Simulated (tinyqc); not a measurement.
Kinetic Monte Carlo and master equation for a particle on a ring of sites with traps and bias. From D0 over the value without disorder back to scale factor s of the disorder. Computed by tinyqc, a small Python program. Command: `OMP_NUM_THREADS=1 python tinyqc.py 3011854 3011855 out.jsonl kmc inv`. One thread of a shared host (Intel(R) Xeon(R) Processor @ 2.30GHz), about 0.05 s of CPU time with the checks.

6 sites on a ring, numbered 1 to 6. The saddle between i and i+1 lies at E0 + s b_i and site i at s eps_i; a force F tilts the landscape, with the saddle half-way.

Inputs (values chosen for the exercise, for a model defect):
```
quantity                value         unit
reference barrier E0     0.67           eV
attempt frequency nu        3          THz
temperature T             490            K
site spacing a            3.4     angstrom
force F along the ring  0.014  eV/angstrom
```

Disorder: both.

site energies eps_i (eV): -0.11  -0.053  -0.082  0  0  -0.1

saddle shifts b_i between sites i and i+1 (eV): 0.054  0.049  -0.047  -0.048  -0.024  0.0077

Constants: k_B = 8.617333262e-05 eV/K.

Method. At zero force D0 = a^2 nu exp(-E0/(k_B T)) / [<exp(-s eps/(k_B T))> <exp(s b/(k_B T))>], with means over the ring; Einstein relation v = D0 F/(k_B T); 1 angstrom = 1e-8 cm.

Task: A run gave the result below. Find the scale factor s of the disorder, known to lie between 0.95 and 1.3.

D0 over the value without disorder = 0.09441836

Result:

Each step takes the trial c = (a f_b - b f_a)/(f_b - f_a), f being the result less the target and a, b, c the logarithms of the listed values; c replaces end b, the old b replaces a if the sign of f changed, and otherwise f_a is halved.

Scan of the range:
```
scale factor s of the disorder  D0 over the value without disorder
0.95                                                      0.123443
1.00                                                      0.106647
1.05                                                      0.091908
1.11                                                      0.076651
1.17                                                      0.063728
1.23                                                      0.052832
1.30                                                      0.042310
```

False position (Illinois rule, in the logarithm of the input) inside the bracket:
```
step    end a    end b    trial  D0 over the value without disorder
1     1.00000  1.05000  1.04131                           0.0943308
2     1.00000  1.04131  1.04072                           0.0944988
3     1.04131  1.04072  1.04100                           0.0944183
4     1.04072  1.04100  1.04100                           0.0944184
```

D0 over the value without disorder falls at every point of a 13-point scan of the range (every second point is shown), so one value fits; it is bracketed by 1.00 and 1.05. Answer: scale factor s of the disorder = 1.041.
